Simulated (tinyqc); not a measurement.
Read current of a NAND string, cells in series solved by shooting: one step of the calculation.

Cells in series, numbered from 0 at the source line (0 V) to the bit line, each followed by a gap resistance Rg. A cell with gate Vg, threshold VT, source Vs and drain Vd passes I = 2 nf K Vt^2 [F(Vs) - F(Vd)]/(1 + th max(Vg - VT, 0)), F(V) = ln^2(1 + exp((Vg - VT - nf V)/(2 nf Vt))). The selected cell has Vg = Vr, the others Vg = Vp.

Question. Node voltages for a trial current. For a trial current I start at 0 V and, cell by cell (the selected one is cell 3), solve for the drain: sqrt(F(Vd)) = sqrt(F(Vs) - I/k), k = 2 nf K Vt^2/(1 + th max(Vg - VT, 0)), Vd = [Vg - VT - 2 nf Vt ln(exp(sqrt F) - 1)]/nf, then add I Rg.

Inputs (values chosen for the exercise); values of the order met in vertical NAND strings: temperature T = 300 K; gain factor of a cell K = 18 uA/V^2; slope factor nf = 2; mobility reduction factor th = 0.02 1/V; resistance of the gap between cells Rg = 1.6 kohm; bit-line voltage Vbl = 0.4 V; pass voltage Vp = 5.8 V; read voltage on the selected word line Vr = 2.8 V.

Constants: q = 1.602176634e-19 C, kB = 1.380649e-23 J/K, Vt = kB T/q. Results are converted to the units shown.

first trial current = 0.76 uA
thresholds from the source end, cell 0 to 5 (V): 3.8  -1.7  3.8  1.9  3.8  3.8

Find: node voltage after each cell and gap, trial 1.

Answer.

node voltage after each cell and gap, trial 1, cell 0 to 5 (V): 0.02342  0.03115  0.05530  0.1154  0.1418  0.1690

Program tinyqc, `OMP_NUM_THREADS=1 python tinyqc.py 2142232 2142233 out.jsonl`; Intel Xeon 2.30GHz, shared host, one thread, about 0.6 s.
